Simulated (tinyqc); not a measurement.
Solubility, supersaturation, precipitation and gettering of an impurity in a silicon-like host: one step, computed by the program tinyqc. Command: `OMP_NUM_THREADS=1 python tinyqc.py 3008526 3008527 out.jsonl ripen walk`. One thread of a shared host (Intel(R) Xeon(R) Processor @ 2.30GHz), about 0.01 s of CPU time with the checks.

The wafer was saturated at T1 and is then held at T.

Question. Solubility, diffusivity, supersaturation. C_eq(T) = N0 exp(S/k_B - H/(k_B T)); D(T) = D0 exp(-Q/(k_B T)); C0 = C_eq(T1). Supersaturation s = C0/C_eq(T); critical radius r* = 2 gamma/(C_p k_B T ln s); barrier W* = (4 pi/3) gamma r*^2. Strain energy is left out.

Inputs (values chosen for the exercise, modelled on chromium in silicon):

| quantity | value | unit |
|---|---|---|
| site density N0 | 5e+22 | 1/cm^3 |
| enthalpy of solution H | 2.8 | eV |
| entropy of solution S | 4.3 | k_B |
| diffusion prefactor D0 | 0.00076 | cm^2/s |
| migration energy Q | 0.787 | eV |
| temperature of saturation T1 | 1400 | K |
| anneal temperature T | 1189 | K |
| impurity density in the precipitate C_p | 2.9e+22 | 1/cm^3 |
| interface energy gamma | 0.46 | J/m^2 |

Constants: k_B = 8.617333262e-05 eV/K; k_B = 1.380649e-23 J/K.

Give: C0; C_eq(T); D(T); supersaturation s; critical radius r*; W*/(k_B T).

Answer.

C0 = 3.068e+14 1/cm^3

C_eq(T) = 4.991e+12 1/cm^3

D(T) = 3.507e-07 cm^2/s

supersaturation s = 61.48

critical radius r* = 0.4692 nm

W*/(k_B T) = 25.84

Caution: the barrier to homogeneous nucleation is below 35 k_B T for these inputs, so new precipitates would form and outnumber the fixed sinks assumed here.
